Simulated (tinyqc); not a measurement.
A ladder of methods, and size consistency: correlation methods against full CI in the sto-3g basis, for H4, spin multiplicity 1. Computed by the program tinyqc with PySCF. 

Geometry (angstrom):
```
atom       x       y       z
H     0.0000  0.0000  0.0000
H     0.0000  0.0000  0.8510
H     0.0000  0.0000  1.6750
H     0.0000  0.0000  2.5260
```

RHF energy of one = -2.119504 hartree

All electrons correlated; +Q is the Davidson correction (1 - c0^2) E_corr. The last columns treat two copies 100 angstrom apart as one system. FCI is the lowest singlet.

Correlation energies (hartree):
```
method   E_corr of one  share of FCI (%)  E_corr of two at 100 angstrom  two minus twice one (mhartree)
MP2          -0.033040           64.4720                      -0.066081                          0.0000
CISD         -0.050696           98.9231                      -0.097779                          3.6128
CISD+Q       -0.052648          102.7317                      -0.104477                          0.8183
CCSD         -0.051248           99.9998                      -0.102495                          0.0000
CCSD(T)      -0.051262          100.0272                      -0.102523                          0.0000
FCI          -0.051248          100.0000                              -                               -
```

MP2 recovers 64 %, CISD 98.9 % and CCSD 100.0 % of the FCI value (c0^2 = 0.961 in CISD). MP2 and coupled cluster are size consistent, so their last column vanishes; CISD loses 3.61 mhartree, since a double excitation on each copy is a quadruple of the pair, and the Davidson correction leaves +0.82.
